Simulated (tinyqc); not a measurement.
Threshold of a short bulk MOSFET: charge sharing, barrier lowering, narrow width: two steps of the calculation.

n-channel device on a p-type body, depletion approximation, full ionisation. Uniform doping N = Na. Vbi from Boltzmann statistics is rough for the degenerate source. Cox = eps0 eox/tox.

Inputs (values chosen for the exercise); band and dielectric values close to those of silicon:

| symbol | value | unit | meaning |
|---|---|---|---|
| T | 300 | K | temperature |
| Eg | 1.12 | eV | band gap |
| eps_r | 11.8 |  | relative permittivity |
| Nc | 2.75e19 | cm^-3 | conduction-band density of states at T |
| Nv | 2.7e19 | cm^-3 | valence-band density of states at T |
| eox | 3.9 |  | relative permittivity of the gate insulator (close to silicon dioxide) |
| tox | 3.4 | nm | insulator thickness |
| Na | 1e17 | cm^-3 | channel doping |
| Nsd | 1e20 | cm^-3 | source and drain doping |
| Vfb | -0.89 | V | flat-band voltage for the doping Na |
| xj | 110 | nm | junction depth |
| Vbs | 0 | V | body-source voltage |
| Vds | 1.2 | V | drain-source voltage |
| W | 420 | nm | gate width |
| xw | 0.7854 |  | shape factor of the fringing depletion at the width edges |
| L | 290 | nm | channel length |

Constants: q = 1.602176634e-19 C, kB = 1.380649e-23 J/K, Vt = kB T/q, eps0 = 8.8541878128e-14 F/cm where lengths are in cm. Results are converted to the units shown.

Question 1. Long-channel threshold and scales. ni = sqrt(Nc Nv) exp(-Eg/(2 Vt)), Eg in volts; 2 pB = 2 Vt ln(N/ni); flat band Vfb - Vt ln(N/Na); Wd = sqrt(2 eps0 eps_r (2 pB - Vbs)/(q N)); body term q N Wd/Cox; long-channel VT0 = flat band + 2 pB + body term; Vbi = Vt ln(N Nsd/ni^2); scale length l = sqrt((eps_r/eox) tox Wd).

Give: N; 2 pB; flat band; Wd; body term; VT0; Vbi; l.

Answer 1.

N = 1.0000e17 cm^-3
2 pB = 0.83006 V
flat band = -0.89000 V
Wd = 104.05 nm
body term = 0.16414 V
VT0 = 0.10420 V
Vbi = 1.0086 V
l = 32.716 nm

Question 2. Short-channel and narrow-width shifts. Charge sharing (trapezoid; it ignores Vds): F = (xj/L)(sqrt(1 + 2 Wd/xj) - 1), lowering = body term times F. Barrier lowering: th = exp(-L/(2 l)) + 2 exp(-L/l), lowering = th [2 (Vbi - 2 pB) + Vds], DIBL = th. Narrow width: rise = body term times xw Wd/W. VT by each model = VT0 - lowering + rise.

2 pB = 0.83006483 V
Wd = 104.04739 nm
body term = 0.16413725 V
VT0 = 0.10420208 V
Vbi = 1.0086441 V
l = 32.716267 nm

Find: F; lowering by charge sharing; th; lowering of the barrier; DIBL; narrow-width rise; VT, charge sharing; VT, barrier lowering.

Answer 2.

F = 0.2657
lowering by charge sharing = 43.61 mV
th = 0.01217
lowering of the barrier = 18.96 mV
DIBL = 12.17 mV/V
narrow-width rise = 31.94 mV
VT, charge sharing = 0.09252 V
VT, barrier lowering = 0.1172 V

L is 8.86 scale lengths. The charge-sharing lowering is 2.30 times the barrier lowering; the first falls off as 1/L and the second exponentially. Both describe the same loss of gate control, so they are alternatives and are not added.

tinyqc, about 0.01 s, one thread, Intel Xeon 2.30GHz (shared host): `OMP_NUM_THREADS=1 python tinyqc.py 2002069 2002070 out.jsonl`
